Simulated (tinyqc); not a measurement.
# Trench capacitor in an array: capacitance, non-linearity, leakage and relaxation: capacitance, non-linearity and leakage against thickness

A film between two metal electrodes, each interface adding a series capacitance ci. The small-signal permittivity is ek (1 + aq E^2); the field is found with the linear permittivity. Leakage J = J0 sinh(E/Ef). After a voltage step the film passes a relaxation current kr C V tt^(-nr), tt being the time in seconds. The sidewall is a coaxial capacitor with radii a = dm/2 - t and b = dm/2, depth AR dm; the end face is left out.

Planar film: Cf = eps0 ek/t, 1/C = 1/Cf + 2/ci, EOT = 3.9 eps0/C, effective permittivity C t/eps0, E = (V/t) C/Cf; quadratic coefficient [C(V)/C - 1]/V^2 with Cf (1 + aq E^2) in C(V).

Inputs (values chosen for the exercise); permittivity of the order of that of titanium dioxide: relative permittivity of the film ek = 73; capacitance of each electrode interface (dead layer and screening) ci = 1000 uF/cm^2; quadratic field coefficient of the permittivity aq = 0.039 cm^2/MV^2; bias V = 1.7 V; leakage prefactor J0 = 1.1e-10 A/cm^2; field for an e-fold rise of the leakage Ef = 0.21 MV/cm.

Constants: eps0 = 8.8541878128e-14 F/cm where lengths are in cm. Results are converted to the units shown.

Capacitance, non-linearity and leakage against thickness:

| t (nm) | C (uF/cm^2) | EOT (nm) | effective permittivity | E (MV/cm) | quadratic coefficient (ppm/V^2) | J (A/cm^2) |
|---|---|---|---|---|---|---|
| 6.1 | 10.38 | 0.3328 | 71.49 | 2.729 | 9.783e4 | 2.422e-5 |
| 8.1 | 7.854 | 0.4396 | 71.85 | 2.066 | 5.654e4 | 1.029e-6 |
| 11 | 5.808 | 0.5946 | 72.15 | 1.528 | 3.109e4 | 7.931e-8 |
| 14 | 4.575 | 0.7549 | 72.33 | 1.203 | 1.935e4 | 1.693e-8 |
| 19 | 3.379 | 1.022 | 72.51 | 0.8887 | 1.058e4 | 3.786e-9 |
| 25 | 2.572 | 1.343 | 72.62 | 0.6765 | 6144 | 1.376e-9 |
| 34 | 1.894 | 1.823 | 72.72 | 0.4981 | 3335 | 5.844e-10 |
| 45 | 1.432 | 2.411 | 72.79 | 0.3767 | 1909 | 3.215e-10 |
| 60 | 1.075 | 3.212 | 72.84 | 0.2827 | 1076 | 1.971e-10 |

What does the table show?

C falls from 10.4 to 1.07 uF/cm^2 while the effective permittivity goes from 71.5 to 72.8 (ek = 73). EOT is a straight line in t with slope 3.9/ek = 0.0534 and intercept 0.00691 nm. The quadratic coefficient goes as t^(-1.93) between the first two rows and t^(-1.99) between the last two (-2 without interfaces), and J falls by 5.09 decades.

tinyqc, about 0.01 s, one thread, Intel Xeon 2.30GHz (shared host): `OMP_NUM_THREADS=1 python tinyqc.py 2102121 2102122 out.jsonl`
